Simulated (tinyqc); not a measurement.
# Changing the temperature T

Model: square-lattice Ising model by mean field, Bethe lattice, transfer matrix, exact enumeration and Monte Carlo steps. Computed by tinyqc, a small Python program. Command: `OMP_NUM_THREADS=1 python tinyqc.py 3029721 3029722 out.jsonl ising sweep`. One thread of a shared host (Intel(R) Xeon(R) Processor @ 2.30GHz), about 0.3 s of CPU time with the checks.

H = -J sum over nearest pairs s_i s_j, s = +-1, no field, periodic boundaries; energies per site are in J. As a lattice gas or an alloy, s marks which species holds the site.

Inputs (values chosen for the exercise, for a model lattice): coupling J = 11.3 meV.

Enumerated cell: 3 x 6.

States of the 3 x 6 cell:
```
E (J)  |M|  count
-36     18      2
-28     16     36
-24      0      6
-24      6     12
-24     12     12
-24     14     72
-20      2     72
-20      4     72
-20      8     72
-20     10    108
-20     12    180
-20     14    234
-16      0    180
-16      2    216
-16      4    252
-16      6    396
-16      8    324
-16     10    504
-16     12    756
-12      0    624
-12      2   1296
-12      4   1116
-12      6   1392
-12      8   1944
-12     10   2124
-12     12    684
-8       0   2178
-8       2   4716
-8       4   5760
-8       6   5580
-8       8   5040
-8      10   2448
-4       0   7704
-4       2  15030
-4       4  13248
-4       6  11520
-4       8   6192
-4      10    936
0        0  13436
0        2  25020
0        4  20376
0        6  11004
0        8   2988
4        0  13068
4        2  23148
4        4  14328
4        6   5724
4        8    576
8        0   7650
8        2  12492
8        4   6804
8        6   1368
12       0   3120
12       2   4734
12       4   1476
12       6    132
16       0    576
16       2    684
16       4    216
20       0     72
20       2    108
24       0      6
```

Constants: k_B = 8.617333262e-05 eV/K.

Method:
- K = J/(k_B T). Onsager: k_B T_c/J = 2/ln(1 + sqrt 2); mean field: 4; Bethe lattice with z = 4: 2/ln 2.
- K = J/(k_B T). Mean field: m = tanh(4 K m), u = -2 m^2. Bethe: cavity field h = 3 artanh(tanh K tanh h), m = tanh(4h/3), u = -2 (tanh K + tanh^2 h)/(1 + tanh K tanh^2 h). Exact: m = [1 - sinh(2K)^(-4)]^(1/8) below T_c; u = -coth(2K) [1 + (2/pi)(2 tanh^2(2K) - 1) K1(k)], k = 2 sinh(2K)/cosh^2(2K), K1 the complete elliptic integral of the first kind. The largest root is taken.
- Weights count x exp(-K E); N = 18; u = <E>/N, c = K^2 (<E^2> - <E>^2)/N in k_B, Binder U = 1 - <M^4>/(3 <M^2>^2).

One run for each value:
```
temperature T (K)  heat capacity c, cell  Binder cumulant U  <|m|>, cell  m, exact  u, cell  u, exact
184                               0.1666             0.6642       0.9885    0.9913   -1.964    -1.968
210                               0.3098             0.6595       0.9708    0.9795   -1.918    -1.928
236                               0.4928             0.6493       0.9373    0.9569   -1.839    -1.859
262                               0.6693             0.6308       0.8849    0.9120   -1.723    -1.747
288                               0.7790             0.6025       0.8162    0.7896   -1.578    -1.552
315                               0.7928             0.5634       0.7369    0.0000   -1.414    -1.202
341                               0.7314             0.5192       0.6629    0.0000   -1.262    -1.028
367                               0.6366             0.4724       0.5972    0.0000   -1.127    -0.909
393                               0.5383             0.4265       0.5418    0.0000   -1.010    -0.819
419                               0.4507             0.3839       0.4965    0.0000   -0.912    -0.747
```

Over the rows, heat capacity c, cell goes from 0.167 through a maximum among these rows, 0.793 at 315, to 0.451; Binder cumulant U falls from 0.664 to 0.384 (exponent d ln y / d ln x -0.054 between the first rows and -1.6 between the last); <|m|>, cell falls from 0.988 to 0.496 (exponent d ln y / d ln x -0.14 between the first rows and -1.4 between the last). The heat capacity of the cell peaks among these rows at k_B T/J = 2.40, against the exact 2.269 where the infinite lattice diverges logarithmically.

Extremes, crossings and ranges named in words are read from the listed rows.
